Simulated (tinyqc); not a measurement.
Growing the shell: core-shell quantum dot (spherical envelope functions).

Parabolic bands; strain and other valleys are left out. s states, u = r psi, hard wall at R + H, c = hbar^2/2m0, energies from the band edges of the core. Core: u = sin(k1 r)/k1, k1 = sqrt(m1 E/c). At R, psi and psi'/m are continuous, so u is continuous and its slope in the shell is s = u/R + (m2/m1)(u' - u/R). Shell: u(R + x) = u(R) cos(k2 x) + s sin(k2 x)/k2, k2 = sqrt(m2 (E - V)/c); for negative arguments the functions turn into sinh and cosh. A level has u(R + H) = 0.

Overlap = (integral of u_e u_h)^2 with normalised u. Coulomb integrals J_ab = (q/eps) double integral of u_a(r)^2 u_b(s)^2/max(r, s), q = e^2/(4 pi eps0), one eps everywhere. Exciton E = Eg + E_e + E_h - J_eh; first-order biexciton shift J_ee + J_hh - 2 J_eh (positive: repulsive).

Constants: hbar^2/2m0 = 3.80998211 eV angstrom^2; e^2/(4 pi eps0) = 14.39964547 eV angstrom; hc = 1239.841984 eV nm.

Parameters, chosen for this exercise (near those of a GaAs/AlGaAs core-shell dot; shifted at random, so the results belong to these values and not to a real crystal):
```
symbol  value                       unit      meaning
R       19                          angstrom  core radius
Vc      0.269                       eV        conduction edge of the shell above that of the core
Vv      0.123                       eV        hole barrier of the shell
me1     0.067                       m0        electron, core
me2     0.086                       m0        electron, shell
mh1     0.39                        m0        hole, core
mh2     0.439                       m0        hole, shell
Eg      1.439                       eV        gap of the core
eps     12.2                                  dielectric constant
Hs      (2, 6, 15, 17, 32, 47, 60)  angstrom  shell thicknesses
```

All quantities anew for each H.

Results:
```
H (angstrom)  E_e (eV)  E_h (eV)  electron in core  overlap  J_eh (meV)  E (eV)  biexciton shift (meV)
2               1.2035    0.2139             0.991    0.999        98.6   2.758                    0.0
6               0.8067    0.1550             0.902    0.997        83.0   2.318                    0.1
15              0.4938    0.1147             0.650    0.984        66.6   1.981                    0.6
17              0.4629    0.1115             0.606    0.979        64.2   1.949                    0.8
32              0.3537    0.1029             0.385    0.928        52.3   1.843                    2.5
47              0.3178    0.1016             0.272    0.851        45.1   1.813                    5.1
60              0.3030    0.1013             0.212    0.774        40.6   1.803                    7.7
```

The line moves by -955 meV: the electron gives -901, the hole -113 and the weaker attraction +58 meV. Over the last step E_e moves by -14.8 meV and E_h by -0.3 meV; the electron level lies above the shell edge Vc, so at this thickness it still spreads with the shell; whether a thicker shell brings it below Vc depends on whether the core binds a level at all. The overlap goes from 0.999 to 0.774, which scales the radiative lifetime by 1.3 if the rate is proportional to it. Up to H = 60 angstrom E_e exceeds 0.15 Eg, where a parabolic band overstates it. In the thickest shell the electron is spread so far that the attraction of the hole, taken to first order here, would pull it back and raise the overlap.

tinyqc: `OMP_NUM_THREADS=1 python tinyqc.py 1282207 1282208 out.jsonl`; about 0.05 s, one thread, shared Intel(R) Xeon(R) Processor @ 2.30GHz.
